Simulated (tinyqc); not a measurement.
# Worked calculation: input admittance of a MOSFET at zero drain bias: distributed channel and distributed gate

tinyqc, about 0.01 s, one thread, Intel Xeon 2.30GHz (shared host): `OMP_NUM_THREADS=1 python tinyqc.py 2262117 2262118 out.jsonl` Printed values are rounded.

Source and drain grounded, strong inversion, w = 2 pi f, Cox = eps0 eox/tox. The channel is an RC line of resistance 1/(mu Cox Vo) per square fed from both ends, so one finger has the intrinsic admittance y = i w Cox L tanh(g)/g per width, g = (1/2) sqrt(i w tau), tau = L^2/(mu Vo). The vertical resistance rv/L is in series with y, the overlaps 2 i w Cov in parallel: y_t = 1/(1/y + rv/L) + 2 i w Cov. The gate strip is a line of Rsh/L per length loaded by y_t, so a finger has Y = y_t Wf tanh(k)/k, k = (Wf/sd) sqrt(y_t Rsh/L); the device has Nf Y.

Values chosen for this exercise; values of the order met in silicon radio-frequency transistors:
- eox = 9.2 (relative permittivity of the gate insulator (close to aluminium oxide))
- tox = 18 nm (insulator thickness)
- L = 1.1 um (channel length)
- Wf = 16 um (finger width)
- Nf = 1 (number of fingers)
- mu = 110 cm^2/(V s) (channel mobility)
- Vo = 0.21 V (gate overdrive)
- Rsh = 5.2 ohm/square (sheet resistance of the gate)
- rv = 1.6 ohm um^2 (vertical resistivity of the gate stack)
- sd = 2 (number of ends at which a finger is contacted)
- Cov = 0.3 fF/um (overlap and fringe capacitance on each side)
- f = 1.3 GHz (frequency)

Constants: eps0 = 8.8541878128e-14 F/cm where lengths are in cm. Results are converted to the units shown.

## Low-frequency resistances and capacitance

Low-frequency limits, with c = Cox L and ct = c + 2 Cov: R_strip = Rsh Wf/(3 sd^2 L Nf), R_ch = (c/ct)^2 L/(12 mu Cox Vo Wf Nf), R_vert = (c/ct)^2 rv/(L Wf Nf), C = ct Wf Nf.

parts (ohm): strip 6.303030, channel 436.4843, vertical 0.07240365
sum = 442.8597 ohm
C = 89.24834 fF
1/(2 pi R C) = 4.026742 GHz

The channel term is the largest, 98.6 % of the sum.

## Admittance of the channel and stack per width

tau, g, c = Cox L, y and y_t as defined.

tau = 523.8095 ps
g = 0.7313130+0.7313130i
c = 4.978021 fF/um
y = 12.23684+35.43821i uS/um
y_t = 12.23844+40.33783i uS/um

w tau = 4.28, and Im y is 0.872 of w c.

## Input impedance of the device

k and Y as defined; Z = 1/(Nf Y) = R + 1/(i w C); Q = |Im Z|/R; signal at the point farthest from a contact |1/cosh k|.

k = 0.09070845+0.06727062i
Nf Y = 0.1981876+0.6438029i mS
R = 436.7670 ohm
C = 86.28803 fF
Q = 3.248452
signal at the far point = 0.9981392

R is 1.4 % below its low-frequency limit and C is 3.3 % below its own.
